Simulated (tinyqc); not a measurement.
# Channel mobility from two channel lengths

Problem. Two power MOSFETs differ only in channel length: R_on = R_rest + Lc (Wp + a)/(2 mch Cox Vov), Cox = 3.9 eps0/tox. Find mch and R_rest.

Parameters, values chosen for the exercise:
- tox = 64 nm (gate oxide thickness (eps_r 3.9))
- Vov = 10 V (gate overdrive)
- Wp = 5.6 um (width of the p body in one cell, channels included)
- a = 3.2 um (gap between neighbouring p bodies)

Constants: eps0 = 8.8541878128e-14 F/cm where lengths are in cm. Results are converted to the units shown.

R_on at Lc = 0.67 and 2.1 um (mohm cm^2): [4.1241771, 4.3892117]

Solution. R_on is a straight line in Lc; its slope gives mch and its intercept the rest.

mch = 440 cm^2/(V s)
R_rest = 4.00 mohm cm^2

Numbers from tinyqc (`OMP_NUM_THREADS=1 python tinyqc.py 2230040 2230041 out.jsonl`; about 0.01 s on one thread of a shared Intel Xeon 2.30GHz).
